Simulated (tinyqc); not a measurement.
Free and trapped electrons in a MOS channel with a dense trap tail: one step of the calculation.

p-type body, charge-sheet picture, full ionisation (an idealisation for deep acceptors), Boltzmann statistics for free electrons. e = Ec - EF at the surface. Acceptor-like traps of density D(E) = D0 + De exp(-E/Ew) at depth E below Ec, from 0 to Eu, hold n_t = integral of D(E)/(1 + exp((e - E)/Vt)). psi = Eg - Vt ln(Nv/Na) - e; N_dep = sqrt(2 eps0 eps_r Na (psi - Vt)/q); n_f = sqrt(N_dep^2 + 2 eps0 eps_r Vt Nc exp(-e/Vt)/q) - N_dep; Vg = Vfb + psi + q (N_dep + n_t + n_f)/Cox, Cox = eps0 eox/tox.

Problem. Trapped charge. Trapezoid rule on 16 equal steps from 0 to Eu, f = 1/(1 + exp((e - E)/Vt)).

Values chosen for this exercise; band and dielectric values close to those of 4H silicon carbide: temperature T = 300 K; constant background density of acceptor-like traps D0 = 7.3e10 cm^-2 eV^-1; density of the tail at the conduction edge De = 5.2e12 cm^-2 eV^-1; decay energy of the tail Ew = 0.13 eV; depth below Ec down to which the traps reach Eu = 0.83 eV; Ec - EF at the surface e = 0.075 eV.

Constants: q = 1.602176634e-19 C, kB = 1.380649e-23 J/K, Vt = kB T/q. Results are converted to the units shown.

Find: E; D(E) f; n_t.

Solution.

```
point	E (eV)	D(E) f (cm^-2 eV^-1)
0	0	2.747e11
1	0.05187	1.034e12
2	0.1037	1.817e12
3	0.1556	1.574e12
4	0.2075	1.120e12
5	0.2594	7.795e11
6	0.3113	5.474e11
7	0.3631	3.913e11
8	0.4150	2.866e11
9	0.4669	2.163e11
10	0.5188	1.692e11
11	0.5706	1.375e11
12	0.6225	1.163e11
13	0.6744	1.020e11
14	0.7262	9.249e10
15	0.7781	8.608e10
16	0.8300	8.177e10
```

n_t = 4.486e11 cm^-2

tinyqc, about 0.02 s, one thread, Intel Xeon 2.30GHz (shared host): `OMP_NUM_THREADS=1 python tinyqc.py 2222121 2222122 out.jsonl`
